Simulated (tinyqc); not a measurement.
Disorder from G.

Inverse problem. A flat band at zero energy with self-consistent Born disorder has G = 1/(z - D G), z = E + i eta. Find D and the half-width 2 sqrt(D) of the broadened level.

Values chosen for this exercise: bare broadening eta = 0.067 eV; energy from the band centre E = 0.034 eV.

G = 0.0471309-1.6185590i 1/eV

Answer. D = (z - 1/G)/G, which comes out real.

D = 0.3400 eV^2
half-width = 1.166 eV

tinyqc, about 0.01 s, one thread, Intel Xeon 2.30GHz (shared host): `OMP_NUM_THREADS=1 python tinyqc.py 2720036 2720037 out.jsonl`
